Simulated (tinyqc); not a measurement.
Potential-pH (Pourbaix) lines of a metal, its cation, its oxide and an oxyanion, with a complexing ligand: one step, computed by the program tinyqc.

Potentials are against the standard hydrogen electrode; solids and water have unit activity; dG_f of M, H+ and the electron is zero; F = e N_A and s = R T ln(10)/F. The cation carries z = 3.

Task: A complexing ligand. M3+ + 3e = M; (1/2) M2O3 + 3H+ + 3e = M + (3/2) H2O; MO2(-) + 4H+ + 3e = M + 2H2O. For each, E0 = -dG/(z F), and E = E0 + (s/z) log10 a - (s n_H/z) pH, with no activity term for the oxide. The free ligand is c_L/(1 + 10^(pKa - pH)) (ligand in excess); dissolved metal is a in all, so the free cation is a/alpha, alpha = 1 + beta [L]; the cation line drops by (s/z) log10 alpha.

Inputs (values chosen for the exercise, modelled on gallium):
```
quantity                                     value   unit
temperature T                               298.15      K
log10 of the dissolved activity a               -3      -
pH                                             7.7      -
log10 of the stability constant beta of ML     6.6      -
pKa of HL                                      5.6      -
total ligand c_L                             0.067  mol/L
```

Species: M, M3+, M2O3, MO2(-).

E0 (V): cation -0.5572522, oxide -0.4929938, oxyanion -0.2023451

s = 0.05915935 V

Give: free ligand; log10 alpha; cation line with ligand; that line less the oxide line.

Result:

free ligand = 0.066472 mol/L

log10 alpha = 5.4226

cation line with ligand = -0.72334 V

that line less the oxide line = 0.22518 V

The oxide still lies below the complexed cation at this pH.
